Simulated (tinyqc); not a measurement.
## Single-junction solar cell, detailed-balance limit: effect of the temperature of the black-body sun

Every photon above the gap Eg makes one pair and none below is absorbed; carriers thermalise at T and move without loss. Jsc = q fs X Phi(Eg, Ts); the dark current is J0 = q ge Phi(Eg, T)/ERE with the Boltzmann factor exp(V/Vt). The efficiency is the electrical power over fs X sigma Ts^4.

Photon flux above E from a black body at temperature T into a hemisphere: Phi(E, T) = A sum_k exp(-k E/th)[E^2 th/k + 2 E th^2/k^2 + 2 th^3/k^3], k = 1, 2, ..., with th = kB T/q in eV and A = 2 pi q^3/(h^3 c^2). J(V) = Jsc - J0 (exp(V/Vt) - 1); Voc = Vt ln(1 + Jsc/J0); at maximum power v = Vmp/Vt solves (1 + v) exp(v) = 1 + Jsc/J0. Pin = fs X sigma Ts^4, sigma = 2 pi^5 kB^4/(15 h^3 c^2). FF = Vmp Jmp/(Voc Jsc).

Inputs (values chosen for the exercise): cell temperature T = 300 K; share of the hemisphere filled by the sun fs = 2.16e-5; concentration X = 1; external radiative efficiency ERE = 0.3; number of faces that emit ge = 1; band gap Eg = 2.04 eV.

Constants: q = 1.602176634e-19 C, kB = 1.380649e-23 J/K, h = 6.62607015e-34 J s, c = 299792458 m/s, Vt = kB T/q. Results are converted to the units shown.

Results:
```
Ts (K)  Jsc (mA/cm^2)  Voc (V)  Eg/q - Voc (V)      FF  efficiency (%)
3000           0.1770    1.593          0.4475  0.9180           2.608
3700            1.029    1.638          0.4020  0.9198           6.756
4400            3.589    1.670          0.3697  0.9210           12.03
5100            9.225    1.695          0.3453  0.9219           17.39
5800            19.47    1.714          0.3260  0.9226           22.21
6500            35.87    1.730          0.3102  0.9232           26.20
7900            93.23    1.755          0.2855  0.9241           31.68
```

Estimate the missing row, Ts = 7200 K.

Computed row:
```
Ts (K)  Jsc (mA/cm^2)  Voc (V)  Eg/q - Voc (V)      FF  efficiency (%)
7200            59.97    1.743          0.2969  0.9237           29.34
```

With this row back in the table: As Ts goes from 3000 to 7900 K, Jsc rises from 0.177 to 93.2 mA/cm^2, Voc rises from 1.59 to 1.75 V and the efficiency rises from 2.61 to 31.7 %.

tinyqc, about 0.01 s, one thread, Intel Xeon 2.30GHz (shared host): `OMP_NUM_THREADS=1 python tinyqc.py 2820017 2820018 out.jsonl`
